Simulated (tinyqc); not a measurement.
Gas flow in a process chamber: flow regimes, conductance, effective pumping speed, pump-down, outgassing and purge: one step, computed by the program tinyqc.

Ideal gas, isothermal flow, a pump of constant speed at the end of a round pipe; process gas, volume gas and outgassing are given the same properties. 1 sccm = 101325 Pa x 1e-6 m^3/60 s x T/273.15 K.

Task: Molecular flow. Mean speed c = sqrt(8 k_B T/(pi m)); aperture conductance C_a = c pi d^2/16; molecular pipe C_m = C_a/(1 + 3 l/(4 d)) (Dushman form); viscous pipe C_v = pi d^4 p_mean/(128 eta l); Knudsen interpolation C = C_v + C_m (1 + x)/(1 + 1.24 x), x = d p_mean sqrt(m/(k_B T))/eta. Effective speed 1/S_eff = 1/S + 1/C_m; time constant V/S_eff; pressure at which the free path k_B T/(sqrt2 pi d_m^2 p) equals d.

Inputs (values chosen for the exercise, modelled on water vapour near room temperature): molar mass M = 18.02 g/mol; molecular diameter = 0.46 nm; temperature T = 293 K; chamber volume V = 27 L; pipe diameter d = 10 cm; pipe length l = 58 cm; pump speed S = 90 L/s.

Constants: k_B = 1.380649e-23 J/K; u = 1.6605390666e-27 kg.

Give: mean speed c; C_a; C_m; S_eff in molecular flow; time constant; pressure where the free path equals d.

Result:

mean speed c = 586.7 m/s

C_a = 1152 L/s

C_m = 215.3 L/s

S_eff in molecular flow = 63.47 L/s

time constant = 0.4254 s

pressure where the free path equals d = 0.04303 Pa

The pipe passes on 71 % of the pump speed.
